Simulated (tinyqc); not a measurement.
# Mobility and threshold from two currents

Question. In the linear region I = mu Cox (W/L) [(Vgs - VT) Vds - m Vds^2/2], Cox = eps0 eox/tox. Find mu and VT.

Values chosen for this exercise:

| symbol | value | unit | meaning |
|---|---|---|---|
| eox | 7.2 |  | relative permittivity of the gate insulator |
| tox | 13 | nm | insulator thickness |
| W | 2 | um | gate width |
| L | 1 | um | gate length |

Constants: eps0 = 8.8541878128e-14 F/cm where lengths are in cm. Results are converted to the units shown.

I at Vgs = 0.63 and 1.13 V, Vds = 0.05 V (uA): [2.0370447, 4.7341665]
m = 1.0342388

Solution. The slope dI/dVgs is mu Cox (W/L) Vds; the line meets zero current at VT + m Vds/2.

mu = 110.0 cm^2/(V s)
VT = 0.2265 V

Computed by the program tinyqc: `OMP_NUM_THREADS=1 python tinyqc.py 2360062 2360063 out.jsonl`, one thread of a shared Intel Xeon 2.30GHz, about 0.04 s for the whole run.
